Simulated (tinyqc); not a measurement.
Worked calculation: RHF in the sto-3g basis, for H6, spin multiplicity 1. One step of it, computed by the program tinyqc.

Task: Iteration 4: DIIS coefficients. Solve [B -1; -1 0][c; lambda] = [0; -1] for the coefficients, which sum to one.

B (overlaps of the stored error matrices):
```
,1,2
1,1.6721422e-02,1.0643026e-02
2,1.0643026e-02,6.9117843e-03
```

Give: DIIS coefficients.

Result:

DIIS coefficients: -1.590  2.590
